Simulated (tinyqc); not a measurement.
Shape against the ratio gamma(100)/gamma(111): equilibrium crystal shape, supported particles, Gibbs-Thomson effect and coarsening. Computed by tinyqc, a small Python program. Command: `OMP_NUM_THREADS=1 python tinyqc.py 3000393 3000394 out.jsonl wulff walk`. One thread of a shared host (Intel(R) Xeon(R) Processor @ 2.30GHz), about 0.06 s of CPU time with the checks.

A cubic crystal bounded by {100}, {110} and {111} facets only.

Inputs (values chosen for the exercise, for a model cubic crystal): atomic volume Omega = 16.95 angstrom^3.

Surface energies: given.

surface energies gamma(100), gamma(110), gamma(111) (J/m^2): 1.52  1.34  1.2

Method:
- The energies and Omega are given.
- Wulff construction: the facet planes lie at distances lambda gamma from the centre, and the shape is the region inside all of them; V = (1/3) sum of area x distance. gamma_mean = sum A gamma / sum A; shape factor eta = A/V^(2/3) (4.836 for a sphere).
- gamma(110)/gamma(111) is held at the value of this crystal.

gamma (J/m^2): (100) 1.52, (110) 1.34, (111) 1.20

Area fractions:

| gamma(100)/gamma(111) | {100} | {110} | {111} | eta |
|---|---|---|---|---|
| 0.550 | 1.0000 | 0.00000 | 0.00000 | 6.0000 |
| 0.760 | 0.8314 | 0.00000 | 0.16858 | 5.5756 |
| 0.912 | 0.5173 | 0.08748 | 0.39524 | 5.1973 |
| 1.080 | 0.2787 | 0.18488 | 0.53647 | 5.1250 |
| 1.270 | 0.1130 | 0.28138 | 0.60564 | 5.2048 |
| 1.420 | 0.0331 | 0.35578 | 0.61116 | 5.2960 |
| 1.650 | 0.0000 | 0.39706 | 0.60294 | 5.3508 |
| 1.750 | 0.0000 | 0.39706 | 0.60294 | 5.3508 |

{100} holds 100 % of the area in the first row and 0 % in the last; without {110} the limits are a cube below 1/sqrt(3) = 0.577 and an octahedron above sqrt(3) = 1.732. The roundest shape among these rows (eta = 5.125) is at the ratio 1.08; {110} shows in 6 rows.
